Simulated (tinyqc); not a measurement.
Delta-doped layer in the Thomas-Fermi potential: sweeps and comparisons. A value that a table varies takes the place of the one given here.

All donors ionised in the plane z = 0, zero temperature, energies from the Fermi level EF of the Thomas-Fermi model, which lies at the bulk band edge; c = hbar^2/2m0, q = e^2/(4 pi eps0). Layer in a (001) plane: two valleys with m_z = ml, m_d = mt (unprimed) and four with m_z = mt, m_d = sqrt(ml mt) (primed); m3 = (ml mt^2)^(1/3), gv = 6. With n = (gv/3 pi^2)(m3 (-V)/c)^(3/2) and V'' = -(4 pi q/eps) n for z > 0, the solution is V = -b/(|z| + z0)^4 with sqrt(b) = 20/K, K = (4 pi q/eps)(gv/3 pi^2)(m3/c)^(3/2), and z0^5 = 4b/(e F0), e F0 = 2 pi q N/eps; 1e13/cm^2 = 1e-3/angstrom^2. Exchange and correlation are left out.

Subbands solve -(c/m_z) psi'' + V psi = E psi on 1280 points of spacing z0/80; up to ten levels for each group, kept if bound with an rms width below 2.5 z0.

Constants: hbar^2/2m0 = 3.80998211 eV angstrom^2; e^2/(4 pi eps0) = 14.39964547 eV angstrom.

Parameters, chosen for this exercise (near those of a delta-doped layer in Si; shifted at random, so the results belong to these values and not to a real crystal): ml = 0.92 m0 (longitudinal mass); mt = 0.189 m0 (transverse mass); eps = 12 (dielectric constant); Nl = (0.39, 0.78, 1.6, 2.7, 4.7, 7.8, 12) x 1e13/cm^2 (sheet densities); N = 3.9 x 1e13/cm^2 (donor sheet density).

## Doping density

The well, the lowest level and the filling anew; at zero temperature n_i = g m_d (mu - E_i)/(2 pi c), with mu fixed by sum n_i = N.

Results:

| N (1e13/cm^2) | z0 (angstrom) | depth (eV) | lowest (eV) | next - lowest (eV) | occupied | share of lowest (%) |
|---|---|---|---|---|---|---|
| 0.39 | 39.7 | 0.0292 | -0.0089 | 0.0049 | 2 | 34.7 |
| 0.78 | 34.5 | 0.0508 | -0.0172 | 0.0090 | 2 | 33.3 |
| 1.6 | 29.9 | 0.0902 | -0.0338 | 0.0166 | 3 | 31.8 |
| 2.7 | 26.9 | 0.1371 | -0.0549 | 0.0258 | 3 | 30.6 |
| 4.7 | 24.1 | 0.2135 | -0.0913 | 0.0408 | 3 | 29.3 |
| 7.8 | 21.8 | 0.3202 | -0.1449 | 0.0617 | 3 | 28.1 |
| 12 | 20.0 | 0.4520 | -0.2139 | 0.0874 | 3 | 27.1 |

The depth grows as N^(4/5) and z0 shrinks as N^(-1/5): factors 15.5 and 1.98 for 31 times the doping. The lowest level deepens faster, with exponent 0.93, since the zero-point energy takes a smaller share of a deeper well (69 % falling to 53 %). The number of occupied subbands is 2 in the first row and 3 in the last. Up to N = 0.78 the donor spacing exceeds 1.5 Bohr radii (one radius, a0 eps/m with the density-of-states mass, is 20 angstrom), where a uniform sheet is a crude picture of discrete donors (beyond about three radii electrons stay on single donors).

## What each parameter does

z0, depth, lowest level and its rms width. Each row changes one parameter from the base and keeps the others.

Results:

| case | z0 (angstrom) | depth (eV) | lowest (eV) | rms z (angstrom) |
|---|---|---|---|---|
| base | 25.02 | 0.1839 | -0.0770 | 7.18 |
| N = 2.34 x 1e13/cm^2 | 27.71 | 0.1222 | -0.0481 | 8.83 |
| eps = 10.8 | 23.49 | 0.1919 | -0.0783 | 7.04 |
| ml = 1.058 m0 | 24.33 | 0.1789 | -0.0761 | 6.79 |
| mt = 0.161 m0 | 26.68 | 0.1961 | -0.0867 | 6.95 |

The largest shifts from the base row, up to three for each result and ties (the steps differ in size, so this ranks the rows, not the parameters). z0 (angstrom): N +2.69, mt +1.66, eps -1.53. depth (eV): N -0.0617, mt +0.0122, eps +0.0079. lowest (eV): N +0.0289, mt -0.0097, eps -0.0013. rms z (angstrom): N +1.65, ml -0.39, mt -0.23.

Computed by tinyqc, a small Python program: `OMP_NUM_THREADS=1 python tinyqc.py 1282117 1282118 out.jsonl` (the numbers bound the seed that draws the inputs); one thread of a shared host (Intel(R) Xeon(R) Processor @ 2.30GHz), about 0.2 s for the whole set of steps.
